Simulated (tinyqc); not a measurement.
MOS structure on a p-type body with a doping step (retrograde), non-linear Poisson equation by Newton steps: one step of the calculation.

One dimension, insulator interface at x = 0, acceptor density N1 for x < x1 and Na beyond, net doping C = -(acceptor density). psi is counted from the intrinsic level: n = ni exp((psi - Vb)/Vt), p = ni exp(-psi/Vt); deep in the body psi_b = -Vt ln(Na/ni). The gate acts through Cox = eps0 eox/tox and has the potential psi_G = Vg - (phiM - chi - Vt ln(Nc/ni)). Boltzmann statistics, full ionisation, classical densities, no oxide or interface charge.

Problem. Newton step. Solve the tridiagonal system a_(i-1) d_(i-1) + b_i d_i + a_i d_(i+1) = -F_i for nodes 0 to 12, with d = 0 on fixed nodes. Each component d is damped to sign(d) Vt ln(1 + |d|/Vt) before it is added.

Parameters, values chosen for the exercise:
- T = 350 K (temperature)

Constants: q = 1.602176634e-19 C, kB = 1.380649e-23 J/K, Vt = kB T/q. Results are converted to the units shown.

| interval | coupling a_i (F/cm^2) |
|---|---|
| 0 | 3.4531332e-5 |
| 1 | 2.2767912e-5 |
| 2 | 1.4905611e-5 |
| 3 | 9.9609613e-6 |
| 4 | 6.5153457e-6 |
| 5 | 4.2985061e-6 |
| 6 | 2.8696398e-6 |
| 7 | 1.8498928e-6 |
| 8 | 1.2332619e-6 |
| 9 | 8.1570077e-7 |
| 10 | 5.3398968e-7 |
| 11 | 3.5356313e-7 |
| 12 | 2.3279550e-7 |

| node | diagonal b (F/cm^2) | residual F (C/cm^2) |
|---|---|---|
| 0 | -3.6609274e-5 | 3.8661900e-7 |
| 1 | -5.7379036e-5 | 8.0503382e-10 |
| 2 | -3.7740742e-5 | 2.8644747e-9 |
| 3 | -2.4908111e-5 | 6.1274674e-9 |
| 4 | -1.6493325e-5 | 1.0674175e-8 |
| 5 | -1.0817582e-5 | 1.6902601e-8 |
| 6 | -7.1684907e-6 | 2.5597350e-8 |
| 7 | -4.7195439e-6 | 3.9176968e-8 |
| 8 | -3.0831724e-6 | 5.9553433e-8 |
| 9 | -2.0597661e-6 | 3.2584098e-10 |
| 10 | -3.8737174e-6 | 3.7152120e-8 |
| 11 | -8.5192378e-6 | 1.1106826e-8 |
| 12 | -1.2151417e-5 | ~0 |

| node | psi at the start (V) |
|---|---|
| 0 | 0.43269628 |
| 1 | 0.42081514 |
| 2 | 0.40295213 |
| 3 | 0.37603153 |
| 4 | 0.33657071 |
| 5 | 0.27814907 |
| 6 | 0.19399623 |
| 7 | 0.07785676 |
| 8 | -0.07877291 |
| 9 | -0.26006305 |
| 10 | -0.41189658 |
| 11 | -0.43269628 |
| 12 | -0.43269628 |
| 13 | -0.43269628 |

Wanted: Newton step d, before damping; psi after iteration 1.

Solution.

| node | Newton step d, before damping (V) |
|---|---|
| 0 | 0.20090 |
| 1 | 0.20180 |
| 2 | 0.20382 |
| 3 | 0.20765 |
| 4 | 0.21362 |
| 5 | 0.22167 |
| 6 | 0.23013 |
| 7 | 0.23390 |
| 8 | 0.21859 |
| 9 | 0.14733 |
| 10 | 0.04115 |
| 11 | 0.00389 |
| 12 | 0.00011 |

| node | psi after iteration 1 (V) |
|---|---|
| 0 | 0.49411 |
| 1 | 0.48234 |
| 2 | 0.46474 |
| 3 | 0.43831 |
| 4 | 0.39960 |
| 5 | 0.34216 |
| 6 | 0.25900 |
| 7 | 0.14330 |
| 8 | -0.01514 |
| 9 | -0.20661 |
| 10 | -0.38594 |
| 11 | -0.42904 |
| 12 | -0.43258 |
| 13 | -0.43270 |

tinyqc, about 0.6 s, one thread, Intel Xeon 2.30GHz (shared host): `OMP_NUM_THREADS=1 python tinyqc.py 2080158 2080159 out.jsonl`

~0 in a residual or rate marks an entry under 1e-11 of the largest of its column.
